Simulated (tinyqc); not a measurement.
Lateral field, substrate current, probability of reaching the oxide barrier and hot-carrier lifetime of a silicon transistor (pseudo-two-dimensional and lucky-electron models). Inputs raised by 10 %, one at a time. Computed by tinyqc, a small Python program. Command: `OMP_NUM_THREADS=1 python tinyqc.py 3021502 3021503 out.jsonl hotcar sens`. One thread of a shared host (Intel(R) Xeon(R) Processor @ 2.30GHz), about 0.01 s of CPU time with the checks.

Local-field models: a lucky carrier gains its energy at the peak field over a path free of collisions. Voltages are magnitudes.

Inputs (values chosen for the exercise, modelled on a silicon n-channel):
```
quantity                             value                      unit
channel length L                      1400                        nm
oxide thickness t                       28                        nm
junction depth x_j                     360                        nm
mobility mu                            280                cm^2/(V s)
saturation velocity v_s                0.8                  1e7 cm/s
threshold voltage V_T                  0.7                         V
gate voltage V_G                       2.3                         V
drain voltage V_D                      5.5                         V
ionisation prefactor A_i           1.8e+06                      1/cm
ionisation field B_i                  1.67                     MV/cm
hot-carrier mean free path lambda      7.7                        nm
oxide barrier phi_b                    3.1                        eV
interface-trap threshold phi_it        3.8                        eV
lifetime constant H                     20  s microampere/micrometre
```

Drain: abrupt.

Constants: eps_0 = 8.8541878128e-12 F/m.

Method:
- C_ox = 3.9 eps_0/t; F_sat = 2 v_s/mu; V_Dsat = V_ov F_sat L/(V_ov + F_sat L), V_ov = V_G - V_T; I_D/W = C_ox v_s (V_ov - V_Dsat).
- Scale length l = 0.22 t^(1/3) x_j^(1/2) (all in cm); F_m = sqrt(((V_D - V_Dsat)/l_e)^2 + F_sat^2), with l_e = l; length of the velocity-saturated region l_e ln((V_D - V_Dsat)/(l_e F_sat) + F_m/F_sat).
- Substrate current I_sub/I_D = (A_i/B_i)(V_D - V_Dsat) exp(-B_i/F_m); probability of reaching the oxide barrier exp(-phi_b/(e lambda F_m)); lifetime tau = (H/(I_D/W)) exp(phi_it/(e lambda F_m)).
- V_10 solves tau = 3.156e8 s at the given V_G. The extrapolation fits ln(tau) against 1/V_D at 1, 1.08, 1.16 and 1.25 times the given V_D (rounded to 3 digits) by least squares and reads off the same tau.

Runs; columns: (1) input moved; (2) from; (3) to; (4) substrate current I_sub/W (microampere/micrometre); (5) lifetime tau (s); (6) drain current I_D/W (microampere/micrometre); (7) ten-year drain voltage V_10 (V):
```
(1)                         (2)   (3)      (4)         (5)     (6)     (7)
base run                      -     -  0.08601  1.4253e+09  26.310  5.8364
channel length L (nm)      1400  1540  0.07639  1.7049e+09  24.286  5.8762
oxide thickness t (nm)       28  30.8  0.06285  2.9887e+09  23.918  6.0054
junction depth x_j (nm)     360   396  0.06186  3.7749e+09  26.310  6.0562
gate voltage V_G (V)        2.3  2.53  0.08132  2.4261e+09  33.612  5.9344
drain voltage V_D (V)       5.5  6.05  0.21652  1.3432e+08  26.310  5.8364
mobility mu (cm^2/(V s))    280   308  0.09330  1.3276e+09  28.466  5.8176
threshold voltage V_T (V)   0.7  0.77  0.08673  1.2256e+09  24.235  5.8072
```

Exponents ln(y'/y) / ln(x'/x):
```
input                  substrate current I_sub/W  lifetime tau  drain current I_D/W  ten-year drain voltage V_10
channel length L                          -1.244         1.880               -0.840                        0.071
oxide thickness t                         -3.291         7.769               -1.000                        0.300
junction depth x_j                        -3.458        10.220                0.000                        0.388
gate voltage V_G                          -0.589         5.581                2.570                        0.175
drain voltage V_D                          9.687       -24.781                0.000                        0.000
mobility mu                                0.854        -0.745                0.827                       -0.034
threshold voltage V_T                      0.088        -1.584               -0.862                       -0.053
```

To which inputs is each result most sensitive?

Among the inputs moved here: substrate current I_sub/W answers most in size to drain voltage V_D (exponent +9.687), next to junction depth x_j (-3.458). Lifetime tau answers most in size to drain voltage V_D (exponent -24.781), next to junction depth x_j (+10.220). Drain current I_D/W answers most in size to gate voltage V_G (exponent +2.570), next to oxide thickness t (-1.000); its exponent is below 0.0005 for junction depth x_j, drain voltage V_D. Its exponent -1.000 in oxide thickness t: the current follows C_ox. Ten-year drain voltage V_10 answers most in size to junction depth x_j (exponent +0.388), next to oxide thickness t (+0.300); its exponent is below 0.0005 for drain voltage V_D.
